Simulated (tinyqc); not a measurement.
Inside a calculation. Method: Hueckel theory of the pi electrons with the omega technique, for the molecule BC=CC=N (SMILES; centres numbered as the heavy atoms are written). Computed by tinyqc, a small Python program that keeps every step. Settings: charge = 0, omega = 1.0, damping = 0. Command: `OMP_NUM_THREADS=1 python tinyqc.py 24002 24003 out.jsonl` (the two numbers bound the seeds that draw the settings). One thread of a shared host (Intel(R) Xeon(R) Processor @ 2.60GHz), about 0.02 s of CPU time with the checks.

## The Hueckel matrix

Centres:
```
centre  z_r, pi electrons of the neutral centre          h
1B                                            0  -1.100000
2C                                            1   0.000000
3C                                            1   0.000000
4C                                            1   0.000000
5N                                            1   0.560000
```

Bonds:
```
i  j         k
1  2  0.630000
2  3         1
3  4         1
4  5         1
```

H_rr = alpha + h_r beta, H_rs = k_rs beta for bonded centres.

Hueckel matrix in units of beta (H = alpha + beta A), order 1B, 2C, 3C, 4C, 5N:
$$\begin{pmatrix}
-1.100000 & 0.630000 & 0.000000 & 0.000000 & 0.000000 \\
0.630000 & 0.000000 & 1.000000 & 0.000000 & 0.000000 \\
0.000000 & 1.000000 & 0.000000 & 1.000000 & 0.000000 \\
0.000000 & 0.000000 & 1.000000 & 0.000000 & 1.000000 \\
0.000000 & 0.000000 & 0.000000 & 1.000000 & 0.560000
\end{pmatrix}$$

## Orbitals, round 1

pi electrons, sum of z_r less the charge = 4

Diagonalise; E = alpha + x beta with beta < 0, so the largest x are filled first; degenerate levels share their electrons. P = sum n_i c_ri c_si; each orbital has its largest coefficient positive (the first on a tie).

x values: [1.741489, 0.906387, -0.269521, -1.202234, -1.716121]

occupations: [2.000000, 2.000000, 0.000000, 0.000000, 0.000000]

coefficients, order 1B, 2C, 3C, 4C, 5N:
$$\begin{pmatrix}
0.073451 & -0.187803 & 0.394454 & 0.738004 & 0.509010 \\
0.331287 & -0.598104 & 0.519978 & -0.119761 & -0.497796 \\
0.530659 & -0.423798 & -0.388651 & -0.320962 & 0.533601 \\
0.592849 & 0.213979 & -0.415228 & 0.505632 & -0.417928 \\
0.501781 & 0.617746 & 0.500564 & -0.286927 & 0.183614
\end{pmatrix}$$

charge and bond-order matrix P, order 1B, 2C, 3C, 4C, 5N:
$$\begin{pmatrix}
0.081330 & 0.273318 & 0.237136 & 0.006719 & -0.158316 \\
0.273318 & 0.934959 & 0.858552 & 0.136843 & -0.406485 \\
0.237136 & 0.858552 & 0.922407 & 0.447834 & 0.008951 \\
0.006719 & 0.136843 & 0.447834 & 0.794515 & 0.859331 \\
-0.158316 & -0.406485 & 0.008951 & 0.859331 & 1.266789
\end{pmatrix}$$

## Omega technique, round 1

h_r = h_r(0) + omega q_r, omega = 1, with q_r = z_r - P_rr.

matrix after round 1, order 1B, 2C, 3C, 4C, 5N:
$$\begin{pmatrix}
-1.181330 & 0.630000 & 0.000000 & 0.000000 & 0.000000 \\
0.630000 & 0.065041 & 1.000000 & 0.000000 & 0.000000 \\
0.000000 & 1.000000 & 0.077593 & 1.000000 & 0.000000 \\
0.000000 & 0.000000 & 1.000000 & 0.205485 & 1.000000 \\
0.000000 & 0.000000 & 0.000000 & 1.000000 & 0.293211
\end{pmatrix}$$

## Orbitals, round 2

As before.

x values: [1.792297, 0.857523, -0.300257, -1.204808, -1.684755]

occupations: [2.000000, 2.000000, 0.000000, 0.000000, 0.000000]

coefficients, order 1B, 2C, 3C, 4C, 5N:
$$\begin{pmatrix}
0.075263 & 0.190451 & 0.356896 & 0.669563 & 0.618365 \\
0.355243 & 0.616351 & 0.499129 & -0.024952 & -0.494127 \\
0.566181 & 0.368463 & -0.407175 & -0.390139 & 0.475052 \\
0.615589 & -0.328975 & -0.345278 & 0.525267 & -0.343079 \\
0.410643 & -0.582967 & 0.581797 & -0.350641 & 0.173451
\end{pmatrix}$$

charge and bond-order matrix P, order 1B, 2C, 3C, 4C, 5N:
$$\begin{pmatrix}
0.083872 & 0.288242 & 0.225573 & -0.032645 & -0.160241 \\
0.288242 & 1.012172 & 0.856469 & 0.031839 & -0.426868 \\
0.225573 & 0.856469 & 0.912651 & 0.454639 & 0.035392 \\
-0.032645 & 0.031839 & 0.454639 & 0.974349 & 0.889138 \\
-0.160241 & -0.426868 & 0.035392 & 0.889138 & 1.016957
\end{pmatrix}$$

## Omega technique, round 2

As before.

matrix after round 2, order 1B, 2C, 3C, 4C, 5N:
$$\begin{pmatrix}
-1.183872 & 0.630000 & 0.000000 & 0.000000 & 0.000000 \\
0.630000 & -0.012172 & 1.000000 & 0.000000 & 0.000000 \\
0.000000 & 1.000000 & 0.087349 & 1.000000 & 0.000000 \\
0.000000 & 0.000000 & 1.000000 & 0.025651 & 1.000000 \\
0.000000 & 0.000000 & 0.000000 & 1.000000 & 0.543043
\end{pmatrix}$$

## Convergence

Each round sets h_r = h_r(0) + omega (z_r - P_rr), keeping the share named as damping of the old diagonal; repeat until output and input diagonals agree to 1e-6.

Rounds:
```
round   sum n x  largest |h(out) - h(in)|
1      5.295752                  2.67e-01
2      5.299640                  2.50e-01
3      5.359823                  2.41e-01
4      5.296540                  2.43e-01
5      5.365586                  2.52e-01
6      5.299529                  2.67e-01
7      5.377396                  2.86e-01
8      5.303217                  3.09e-01
9      5.394604                  3.33e-01
10     5.308697                  3.62e-01
11     5.416906                  3.91e-01
12     5.316843                  4.23e-01
13     5.443854                  4.53e-01
14     5.327981                  4.86e-01
15     5.474305                  5.16e-01
16     5.341698                  5.49e-01
17     5.506279                  5.77e-01
18     5.356866                  6.06e-01
19     5.537333                  6.30e-01
20     5.371992                  6.55e-01
21     5.565251                  6.75e-01
22     5.385734                  6.95e-01
23     5.588640                  7.10e-01
24     5.397266                  7.26e-01
25     5.607100                  7.37e-01
26     5.406347                  7.49e-01
27     5.620991                  7.57e-01
28     5.413158                  7.65e-01
29     5.631074                  7.71e-01
30     5.418085                  7.76e-01
31     5.638204                  7.80e-01
32     5.421560                  7.84e-01
33     5.643153                  7.87e-01
34     5.423967                  7.89e-01
35     5.646544                  7.91e-01
36     5.425614                  7.93e-01
37     5.648846                  7.94e-01
38     5.426731                  7.95e-01
39     5.650400                  7.96e-01
40     5.427485                  7.97e-01
```

Not converged within 40 rounds: the residual has stopped falling: the iteration swings between two states. Reruns: damping 0.5: converged in 16; damping 0.8: not converged.
